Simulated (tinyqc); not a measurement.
Comparisons within one model: buckled dimers of a reconstructed (001) surface, two dangling bonds a dimer. A value that a table varies takes the place of the one given here.

In a dimer one atom moves up by z and the other down by z; the dangling bond of the up atom (more s-like) falls by gm z and that of the down atom rises by gm z. With all dimers tilted alike: H(k) = [[-gm z - 2 ta cos k, -tp - 2 tx cos k], [., gm z - 2 ta cos k]], k along the row in 1/a. Two electrons a dimer fill the lowest N of the 2N levels on the mesh k_j = (j + 1/2) pi/N. Total energy a dimer: W(z) = (2/N) sum of the filled levels + kf z^2. Repulsion between electrons is left out.

Inputs chosen for the exercise (of the size met on Si(001); shifted at random, so the results belong to these values and not to a real crystal):

| symbol | value | unit | meaning |
|---|---|---|---|
| tp | 0.25 | eV | pi coupling inside a dimer |
| ta | 0.21 | eV | coupling between like atoms along the row |
| tx | 0.07 | eV | diagonal coupling along the row |
| gm | 1.67 | eV/angstrom | shift of a dangling bond with height |
| kf | 4.7 | eV/angstrom^2 | force constant of buckling |
| N | 8 |  | k points |

## Energy against buckling

W relative to z = 0; gap as lowest upper less highest lower level on 201 points from 0 to pi.

Per dimer (eV):

| z (angstrom) | band energy | elastic | W | gap |
|---|---|---|---|---|
| 0.00 | 0.0000 | 0.0000 | 0.0000 | -0.3400 |
| 0.05 | -0.0143 | 0.0118 | -0.0025 | -0.3031 |
| 0.10 | -0.0525 | 0.0470 | -0.0055 | -0.2158 |
| 0.15 | -0.1137 | 0.1057 | -0.0079 | -0.1029 |
| 0.20 | -0.2191 | 0.1880 | -0.0311 | 0.0251 |
| 0.30 | -0.5033 | 0.4230 | -0.0803 | 0.3078 |
| 0.40 | -0.8079 | 0.7520 | -0.0559 | 0.6105 |
| 0.50 | -1.1230 | 1.1750 | 0.0520 | 0.9238 |
| 0.60 | -1.4438 | 1.6920 | 0.2482 | 1.2432 |

W is lowest at z = 0.3 among these rows (-0.0803 eV). The band energy falls as z^2 at first and linearly, as -2 gm z, once gm z is far above tp, so the elastic term always wins at large z. The gap opens near z = 0.190 angstrom.

## Strong pi bonds keep dimers flat

tp is varied; z minimises W on 0 to 1 angstrom; gap on 201 points; charge moved: the mean of gm z/sqrt((gm z)^2 + h^2) over the mesh, h the off-diagonal element.

Against tp:

| tp (eV) | z (angstrom) | gain (eV) | gap (eV) | charge moved (e) |
|---|---|---|---|---|
| 0.10 | 0.3457 | 0.0790 | 0.3638 | 0.973 |
| 0.20 | 0.3310 | 0.0782 | 0.3651 | 0.932 |
| 0.30 | 0.3051 | 0.0768 | 0.3673 | 0.859 |
| 0.45 | 0.2365 | 0.0419 | 0.3721 | 0.666 |
| 0.60 | 0.0622 | 0.0002 | 0.3789 | 0.175 |
| 0.80 | 0.0000 | 0.0000 | 0.7600 | 0.000 |
| 1.00 | 0.0000 | 0.0000 | 1.1600 | 0.000 |
| 1.30 | 0.0000 | 0.0000 | 1.7600 | 0.000 |
| 1.60 | 0.0000 | 0.0000 | 2.3600 | 0.000 |

Dimers buckle for tp up to 0.6 eV among these rows; for an isolated dimer the limit is gm^2/kf = 0.593 eV. While buckled, the splitting, on average over k, stays near 2 gm^2/kf = 1.187 eV whatever tp is, and beyond the limit it follows 2 tp; the gap is smaller by the width of the bands, about 4 ta = 0.84 eV.

## Tilting alike or in alternation

Alternation doubles the cell: sites L1, R1, L2, R2 with levels -gm z, +gm z, +gm z, -gm z, -tp inside a dimer, -2 ta cos k between L1-L2 and R1-R2, -2 tx cos k between L1-R2 and R1-L2, on k_j = (j + 1/2) pi/(2N); the lowest half of the levels is filled. Energies a dimer; gaps on these meshes.

Two patterns:

| z (angstrom) | W alike (eV) | W alternating (eV) | difference (meV) | gap alike (eV) | gap alternating (eV) |
|---|---|---|---|---|---|
| 0.05 | -0.6331 | -0.6609 | -27.8 | -0.2874 | 0.1607 |
| 0.10 | -0.6360 | -0.7078 | -71.8 | -0.2006 | 0.3156 |
| 0.15 | -0.6385 | -0.7537 | -115.2 | -0.0879 | 0.4750 |
| 0.20 | -0.6617 | -0.7904 | -128.8 | 0.0401 | 0.6299 |
| 0.30 | -0.7108 | -0.8208 | -110.0 | 0.3229 | 0.9456 |
| 0.40 | -0.6865 | -0.7800 | -93.5 | 0.6257 | 1.2631 |
| 0.50 | -0.5785 | -0.6588 | -80.2 | 0.9392 | 1.5830 |

The lowest W listed is -0.7108 eV for like tilts and -0.8208 eV for alternation; the difference at equal z runs from -128.8 to -27.8 meV. With alternation ta joins filled up atoms to empty down atoms and gains energy in second order, about 2 ta^2/(gm z) a dimer at large z, while tx does so for like tilts; here ta = 0.21 and tx = 0.07 eV. At z = 0.3 the gap is 0.323 eV alike and 0.946 eV alternating.

## What each parameter does

z minimises W on 0 to 1 angstrom; gain over flat dimers; gap on 201 points from 0 to pi. Each row changes one parameter from the base and keeps the others.

Results:

| case | z (angstrom) | gain (eV) | gap (eV) |
|---|---|---|---|
| base | 0.3196 | 0.0817 | 0.3661 |
| tp = 0.212 eV | 0.3286 | 0.0803 | 0.3653 |
| ta = 0.24 eV | 0.3196 | 0.0190 | 0.2461 |
| tx = 0.1 eV | 0.3168 | 0.0959 | 0.3859 |
| gm = 1.804 eV/angstrom | 0.3554 | 0.1644 | 0.5608 |
| kf = 4.23 eV/angstrom^2 | 0.3625 | 0.1363 | 0.4956 |

The largest shifts from the base row, up to three for each result and ties (the steps differ in size, so this ranks the rows, not the parameters). z (angstrom): kf +0.0429, gm +0.0357, tp +0.0089; unchanged at the printed digits by ta. gain (eV): gm +0.0827, ta -0.0627, kf +0.0545. gap (eV): gm +0.1947, kf +0.1295, ta -0.1200.

Program tinyqc; command `OMP_NUM_THREADS=1 python tinyqc.py 1482111 1482112 out.jsonl`; about 0.06 s on one thread of a shared Intel(R) Xeon(R) Processor @ 2.30GHz.
